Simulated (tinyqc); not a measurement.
Transfer-length model of a contact: one step of the calculation.

A metal contact of length d and width W on a thin layer of the same width. The metal has no resistance, the sheet resistance under it equals Rsh, and current enters the layer at the front edge x = 0.

Task. Transfer length. A = Lt coth(d/Lt) is solved for Lt, starting from Lt = A. Lt(new) = sqrt(Lt A tanh(d/Lt)), the geometric mean of the old value and the plain step.

Inputs (values chosen for the exercise): contact length d = 0.18 um.

A = 0.051733170 um
Lt after iteration 1 = 0.051684034 um

Find: Lt after iteration 2.

Result.

Lt after iteration 2 = 0.05166 um

Program tinyqc, `OMP_NUM_THREADS=1 python tinyqc.py 2760143 2760144 out.jsonl`; Intel Xeon 2.30GHz, shared host, one thread, about 0.01 s.
